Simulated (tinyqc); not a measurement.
Current of a Schottky diode by thermionic-emission-diffusion theory, and its read-back from I-V-T and C-V data: one step, computed by the program tinyqc.

Full ionisation, no tunnelling, no recombination current. V is the voltage across the junction itself, forward positive.

Problem. Read-back from the I-V curve. N_c(T) = N_c (T/300 K)^(3/2); V_bi = phi_0 - (k_B T/e) ln(N_c(T)/N); surface field F = sqrt(2 e N (V_bi - V - k_B T/e)/(eps eps_0)); image lowering d_phi = sqrt(e F/(4 pi eps eps_0)); effective barrier phi = phi_0 - d_phi - sigma^2 (1 - rho V)/(2 k_B T). Collection velocity v_R = A* T^2/(e N_c(T)); diffusion velocity v_D = mu F; J = e N_c(T) v_R/(1 + v_R/v_D) exp(-phi/k_B T) [exp(e V/k_B T) - 1]. Ideality n = (e/k_B T)/(d ln J/dV) by a central difference of +/- 1 mV; J_0 = J exp(-e V/(n k_B T)); apparent barrier phi_IV = k_B T ln(A* T^2/J_0); a C-V plot gives phi_CV = phi_0, the mean without lowering.

Inputs (values chosen for the exercise, modelled on p-type silicon):
```
quantity                                     value          unit
Richardson constant A*                        30.9  A/(cm^2 K^2)
effective density of states at 300 K, N_c  2.6e+19        1/cm^3
permittivity eps                              11.7             -
mobility mu                                    420    cm^2/(V s)
barrier without image force phi_0 (mean)     0.527            eV
doping N                                   2.1e+17        1/cm^3
junction voltage V                            0.15             V
temperature T                                  300             K
standard deviation sigma                        42           meV
relative change of sigma^2 with bias, rho      0.3           1/V
```

Barrier: Gaussian spread of heights.

Constants: k_B = 8.617333262e-05 eV/K; e = 1.602176634e-19 C; eps_0 = 8.8541878128e-12 F/m.

Give: ideality factor n; extrapolated J_0; apparent barrier phi_IV; phi_CV - phi_IV.

Solution.

ideality factor n = 1.0533

extrapolated J_0 = 0.080902 A/cm^2

apparent barrier phi_IV = 0.44861 eV

phi_CV - phi_IV = 78.394 meV
